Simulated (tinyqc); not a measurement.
Oxidation of curved silicon (wires and holes): cylindrical Deal-Grove kinetics with stress-retarded reaction. Changing the starting silicon radius a0. Computed by tinyqc, a small Python program. Command: `OMP_NUM_THREADS=1 python tinyqc.py 3004571 3004572 out.jsonl wireox sweep`. One thread of a shared host (Intel(R) Xeon(R) Processor @ 2.30GHz), about 0.03 s of CPU time with the checks.

Silicon fills r < a and oxide a < r < b. One volume of silicon gives 2.25 volumes of oxide, and the length is fixed.

Inputs (values chosen for the exercise, close to those used for silicon in steam):
```
quantity,value,unit
prefactor B0,406,um^2/h
activation energy E_B,0.774,eV
prefactor (B/A)0,1.31e+08,um/h
activation energy E_A,2.06,eV
starting oxide x_i,2,nm
viscosity prefactor eta0,4.6e-09,Pa s
viscosity energy E_eta,5.51,eV
critical shear stress s_c,66,MPa
activation volume V_k,9.7,angstrom^3
temperature T,750,C
time t,0.24,h
```

Shape: wire (convex).

Constants: k_B = 8.617333262e-05 eV/K.

Method:
- B = B0 exp(-E_B/(k_B T)), B/A = (B/A)0 exp(-E_A/(k_B T)), eta = eta0 exp(E_eta/(k_B T)); 1 um = 1000 nm.
- Temperatures in kelvin are T(C) + 273.15.
- Geometry: b^2 = b0^2 + 1.25 (a0^2 - a^2), b0 = a0 + x_i.
- Rate of oxide made per interface area: q = 1/[1/k + 2 a |ln(b/a)|/B], and |da/dt| = q/2.25. Reaction k = (B/A) exp(-sigma V_k/(k_B T)). New oxide pushes the old with radial speed u = 1.25 |da/dt| at r = a; the shear stress at radius r is s_c asinh(z a^2/r^2), z = 2 eta u/(a s_c) (Eyring flow), and the compressive normal stress at the interface is sigma = |int_a^b 2 s/r dr| = s_c |F(z) - F(z a^2/b^2)|, F(y) = int_0^y asinh(w)/w dw. q and sigma are solved together. 1 MPa angstrom^3 = 6.241509e-6 eV.
- Integrate da/dt adaptively (tolerance 1e-8); a wire counts as consumed at a = 0.5 nm and a hole as closed at b = 0.5 nm. Planar reference: x^2 + A x = B t + x_i^2 + A x_i, A = B/(B/A).

One run for each value:
```
starting silicon radius a0 (nm),ratio to the planar thickness,oxide thickness (nm),normal stress at time t (MPa)
5.0,0.6914,2.931,1150
9.7,0.7844,3.325,709
19.0,0.8656,3.669,407
36.0,0.9210,3.904,227
69.0,0.9566,4.055,120
130.0,0.9766,4.140,63
500.0,0.9941,4.214,15
```

Give the missing row, starting silicon radius a0 (nm) = 260.0.

Computed row:
```
starting silicon radius a0 (nm)  ratio to the planar thickness  oxide thickness (nm)  normal stress at time t (MPa)
260.0                                                   0.9884                 4.190                             31
```

Interpolating between the two neighbouring rows (the first column on a logarithmic scale, the others too where they are positive) misses most in normal stress at time t (MPa), by 0.54 %. Over the rows, ratio to the planar thickness rises from 0.691 to 0.994 (exponent d ln y / d ln x 0.19 between the first rows and 0.0088 between the last); oxide thickness (nm) rises from 2.93 to 4.21 (exponent d ln y / d ln x 0.19 between the first rows and 0.0088 between the last); normal stress at time t (MPa) falls from 1150 to 15.4 (exponent d ln y / d ln x -0.73 between the first rows and -1.1 between the last). Curvature effects scale with thickness over radius and fade for large a0.

Caution (all rows): the oxide is taken as a purely viscous fluid in steady flow; elasticity, stress-dependent diffusion and thin-oxide enhancement are left out.
